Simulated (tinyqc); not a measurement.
# A and C from the efficiency peak

Problem. ABC model of an LED: J = q da (A n + Ba n^2 + Ca n^3), IQE = Ba n^2/(A n + Ba n^2 + Ca n^3), differential lifetime 1/(A + 2 Ba n + 3 Ca n^2). The peak lies at n = sqrt(A/Ca). Given Ba, find n at the peak, A and Ca.

Parameters, values chosen for the exercise:

| symbol | value | unit | meaning |
|---|---|---|---|
| Ba | 1.3e-11 | cm^3/s | radiative coefficient of the active layer |
| da | 21 | nm | thickness of the active layer |

Constants: q = 1.602176634e-19 C. Results are converted to the units shown.

peak IQE = 87.338151 %
J at the peak = 32.484678 A/cm^2

Solution. IQE J = q da Ba n^2 gives n. At the peak A n = Ca n^3, each being half of the non-radiative rate Ba n^2 (1/IQE - 1).

n at the peak = 2.547e18 cm^-3
A = 2.400e6 1/s
Ca = 3.700e-31 cm^6/s

Program tinyqc, `OMP_NUM_THREADS=1 python tinyqc.py 2300031 2300032 out.jsonl`; Intel Xeon 2.30GHz, shared host, one thread, about 0.01 s.
